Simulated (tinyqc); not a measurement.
One-electron ion in a basis of Gaussians, step by step. One step of it, computed by the program tinyqc.

Task: Generalised eigenproblem. Solve H C = S C e through S^(-1/2); each column has its largest component positive (the first on a tie).

H = T + V (hartree):
```
           1          2          3          4          5          6
1  -0.162645  -0.125722  -0.048899  -0.013141  -0.003020  -0.000653
2  -0.125722  -0.206937  -0.156150  -0.072647  -0.021957  -0.005344
3  -0.048899  -0.156150  -0.041896  -0.011958  -0.068984  -0.031698
4  -0.013141  -0.072647  -0.011958   1.142085   0.967992   0.107904
5  -0.003020  -0.021957  -0.068984   0.967992   6.444571   5.305442
6  -0.000653  -0.005344  -0.031698   0.107904   5.305442  27.256067
```

S:
```
          1         2         3         4         5         6
1  1.000000  0.520910  0.105079  0.014055  0.001642  0.000184
2  0.520910  1.000000  0.520697  0.105065  0.014052  0.001640
3  0.105079  0.520697  1.000000  0.520862  0.105106  0.014052
4  0.014055  0.105065  0.520862  1.000000  0.520830  0.105058
5  0.001642  0.014052  0.105106  0.520830  1.000000  0.520708
6  0.000184  0.001640  0.014052  0.105058  0.520708  1.000000
```

Give: eigenvalues of S; eigenvalues; coefficients.

Result:

eigenvalues of S: 0.192  0.350  0.645  1.091  1.628  2.095

eigenvalues (hartree): -0.221  -0.123  0.130  1.642  8.075  33.573

coefficients:
```
       1       2       3       4       5       6
1  0.221   1.104   0.425  -0.113   0.039  -0.014
2  0.755  -0.600  -1.020   0.351  -0.121   0.045
3  0.196  -0.186   1.168  -0.833   0.312  -0.114
4  0.013  -0.009   0.000   1.259  -0.757   0.287
5  0.001  -0.002   0.013  -0.083   1.270  -0.701
6  0.000   0.000  -0.001   0.016  -0.100   1.205
```

For Z = 2 and l = 2 the exact lowest level is -Z^2/(2 n^2) with n = l + 1: -0.222222 hartree.
